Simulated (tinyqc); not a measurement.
Schottky barrier on an n-type semiconductor, non-linear Poisson equation by Newton steps: two steps of the calculation.

One dimension, metal at x = 0, donor density C(x) = Nd, uniform. Energies are counted from the electron Fermi level of the semiconductor and the conduction-band edge is Ec = -psi, so n = Nc exp(psi/Vt); holes follow the Fermi level of the metal, at -V, so p = Nv exp((V - psi - Eg)/Vt). Ends: psi(0) = V - phiB and psi = Vt ln(Nd/Nc) deep inside. Boltzmann statistics, full ionisation, no current, no image force in the Poisson equation.

Parameters, values chosen for the exercise; band and dielectric values close to those of indium phosphide: temperature T = 400 K; band gap Eg = 1.35 eV; relative permittivity eps_r = 12.4; conduction-band density of states at T Nc = 8.65e17 cm^-3; valence-band density of states at T Nv = 1.69e19 cm^-3; bias of the metal against the semiconductor V = -3.6 V.

Constants: q = 1.602176634e-19 C, kB = 1.380649e-23 J/K, Vt = kB T/q, eps0 = 8.8541878128e-14 F/cm where lengths are in cm. Results are converted to the units shown.

Task 1. Newton step. Solve the tridiagonal system a_(i-1) d_(i-1) + b_i d_i + a_i d_(i+1) = -F_i for nodes 1 to 10, with d = 0 on fixed nodes. Each component d is damped to sign(d) Vt ln(1 + |d|/Vt) before it is added.

coupling a_i, interval 0 to 10 (F/cm^2): 2.7447982e-7  2.3662054e-7  2.0483569e-7  1.7427290e-7  1.5039990e-7  1.3070468e-7  1.1203258e-7  9.7160999e-8  8.3175704e-8  7.1759431e-8  6.3098810e-8

```
node  diagonal b (F/cm^2)  residual F (C/cm^2)
1           -5.1110036e-7                   ~0
2           -4.4145622e-7                   ~0
3           -3.7910859e-7                   ~0
4           -3.2467281e-7                   ~0
5           -2.8110458e-7       -1.9323270e-19
6           -2.4276798e-7       -1.0588196e-12
7           -5.7834672e-7        -5.8133937e-9
8           -1.4899451e-6        -3.7404871e-9
9           -1.6783571e-6                   ~0
10          -1.8827845e-6                   ~0
```

psi at the start, node 0 to 11 (V): -4.4200000  -3.7676643  -3.0782324  -2.3717700  -1.6646886  -1.0119814  -0.4822392  -0.1635262  -0.1250284  -0.1250284  -0.1250284  -0.1250284

Find: Newton step d, before damping; psi after iteration 1.

Result 1.

Newton step d, before damping, node 1 to 10 (V): -0.00109  -0.00236  -0.00383  -0.00555  -0.00755  -0.00985  -0.01252  -0.00334  -0.00017  -0.00001
psi after iteration 1, node 0 to 11 (V): -4.420  -3.769  -3.081  -2.375  -1.670  -1.019  -0.491  -0.174  -0.128  -0.125  -0.125  -0.125

Task 2. Converged densities, field and barrier lowering. n and p as above; E_i = -(psi_(i+1) - psi_i)/h_i; at the metal |E_0| = |E on interval 0| + q rho_0 (h_0/2)/(eps0 eps_r), rho_0 = p_0 - n_0 + C_0; image-force lowering dphi = sqrt(q |E_0|/(4 pi eps0 eps_r)).

```
node  x (nm)  converged psi (V)  donor density C (cm^-3)
0          0         -4.4200000                   2.3e16
1         40         -3.7689413                   2.3e16
2       86.4         -3.0809906                   2.3e16
3        140         -2.3762392                   2.3e16
4        203         -1.6711690                   2.3e16
5        276         -1.0207923                   2.3e16
6        360         -0.4937316                   2.3e16
7        458         -0.1781403                   2.3e16
8        571         -0.1286648                   2.3e16
9        703         -0.1252093                   2.3e16
10       856         -0.1250353                   2.3e16
11      1030         -0.1250284                   2.3e16
```

Wanted: n; p; field E; |E_0| at the metal; image-force lowering.

Result 2.

```
node   n (cm^-3)   p (cm^-3)
0     1.7679e-38   3.5496e12
1     2.8213e-30       22243
2     1.3129e-21   4.7797e-5
3     9.9476e-13  6.3085e-14
4      7.6070e-4  8.2496e-23
5       1.1901e5  5.2729e-31
6      5.2032e11  1.2061e-37
7      4.9266e15  1.2738e-41
8      2.0697e16  3.0321e-42
9      2.2880e16  2.7428e-42
10     2.2995e16  2.7290e-42
11     2.3000e16  2.7285e-42
```

field E, interval 0 to 10 (kV/cm): -162.76  -148.27  -131.48  -111.92  -89.09  -62.75  -32.20  -4.38  -0.26  -0.01  0.00
|E_0| at the metal = 169.48 kV/cm
image-force lowering = 44.363 mV

Numbers from tinyqc (`OMP_NUM_THREADS=1 python tinyqc.py 2020041 2020042 out.jsonl`; about 0.06 s on one thread of a shared Intel Xeon 2.30GHz).

~0 in a residual or rate marks an entry under 1e-11 of the largest of its column.
